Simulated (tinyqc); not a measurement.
Inter-valley coupling by envelope functions against a chain of atomic planes: one step. Valley phase, mass and the wavelengths that couple the valleys. Two cases, with inputs chosen for the exercise.

Problem. phi0; b = 4u sin^2(phi0); mass m/m0 = c/(b (a/4)^2), c = hbar^2/2m0. A potential couples the valleys if its phase advances by 2 phi0 a plane, or, since only whole planes count, by 2 pi - 2 phi0: periods pi/phi0 and pi/(pi - phi0) planes.

Chain: E(phi) = e0 + 2 v cos(phi) + 2 u cos(2 phi), cos(phi0) = -v/(4u), e0 = 2u + v^2/(4u); plane j = 0, 1, ... has the potential V_j = dE x_j + F (j - 30) a/4 (1 MV/m = 1e-4 V/angstrom). There are 30 barrier planes a side; with y = j - 29.5, x_j = xb (f(y) + f(Nw - y)), f(y) = 1/(1 + exp(y/L)), plus any Ge added in the well. The valley splitting is the spacing of the two lowest levels. Envelope theory: F_j solves a one-valley chain with hopping -b and diagonal 2b + V_j, b = 4u sin^2(phi0), sum F_j^2 = 1; the valleys couple by Dv = sum_j F_j^2 V_j exp(-2 i phi0 j) and split by 2|Dv|.

Constants: hbar^2/2m0 = 3.80998211 eV angstrom^2.

Give: phi0; b; mass; periods; longer period.

Case 1.

Values chosen (out of a larger set: near those of the Delta valleys of silicon in a SiGe well; not measured data): a = 5.431 angstrom (lattice constant; planes lie a/4 apart); u = 0.599 eV (second-neighbour hopping); v = 0.721 eV (nearest hopping).

Solution.

phi0 = 1.87645 rad
b = 2.17904 eV
mass = 0.9485 m0

periods (planes): pi/phi0 1.6742, pi/(pi - phi0) 2.4832

longer period = 3.3716 angstrom

Case 2.

Values chosen (out of a larger set: near those of the Delta valleys of silicon in a SiGe well; not measured data): a = 5.431 angstrom (lattice constant; planes lie a/4 apart); u = 0.605 eV (second-neighbour hopping); v = 0.586 eV (nearest hopping).

Solution.

phi0 = 1.81538 rad
b = 2.27810 eV
mass = 0.9072 m0

periods (planes): pi/phi0 1.7305, pi/(pi - phi0) 2.3688

longer period = 3.2163 angstrom

Computed by tinyqc, one run a case: `OMP_NUM_THREADS=1 python tinyqc.py N N+1 out.jsonl` with N = 1452395, 1452573; one thread of a shared Intel(R) Xeon(R) Processor @ 2.30GHz, about 0.05 s a run at most.
